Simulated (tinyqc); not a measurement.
Bandgap voltage reference from two bipolar transistors: one step of the calculation.

Two transistors of area 1 and N carry the same current I. Is(T) = Is (T/T0)^eta exp[(Vg0 q/kB)(1/T0 - 1/T)], VBE1 = Vt ln(I/Is(T)) + I rb, VBE2 = Vt ln(I/(N Is(T))) + I rb/N. The amplifier forces I R1(T) = VBE1 - VBE2 + Vos, with R(T) = R (1 + tc (T - T0)) for both resistors, and the output is Vref = VBE1 + I R2(T). Base currents and the Early effect are neglected.

Problem. Operating point at another temperature. Vt = kB T/q; I = (Vt ln N + Vos)/(R1(T) - rb (1 - 1/N)).

Parameters, values chosen for the exercise; values of the order met in silicon bipolar transistors:

| symbol | value | unit | meaning |
|---|---|---|---|
| T0 | 298 | K | reference temperature |
| Vg0 | 1.145 | V | band-gap voltage extrapolated to 0 K |
| eta | 4 |  | temperature exponent of the saturation current |
| Is | 5.2e-16 | A | saturation current of the unit transistor at T0 |
| N | 10 |  | area ratio of the second transistor |
| R1 | 3.3 | kohm | resistor across which the difference of VBE falls, at T0 |
| tc | 0 | ppm/K | temperature coefficient of both resistors |
| Vos | -2.7 | mV | offset of the amplifier |
| rb | 0 | ohm | series resistance of the unit transistor |
| R2 | 34.1 | kohm | output resistor at T0 |
| T | 273 | K | temperature |

Constants: q = 1.602176634e-19 C, kB = 1.380649e-23 J/K. Results are converted to the units shown.

Wanted: Vt; I; Is(T); VBE1; I R2; Vref.

Solution.

Vt = 0.02353 V
I = 15.60 uA
Is(T) = 6.173e-18 A
VBE1 = 0.6718 V
I R2 = 0.5318 V
Vref = 1.204 V

From T0 to T, VBE1 changes by 50.0 mV and I R2 by -51.3 mV, which leaves -1.29 mV in Vref.

tinyqc, about 0.02 s, one thread, Intel Xeon 2.30GHz (shared host): `OMP_NUM_THREADS=1 python tinyqc.py 2062110 2062111 out.jsonl`
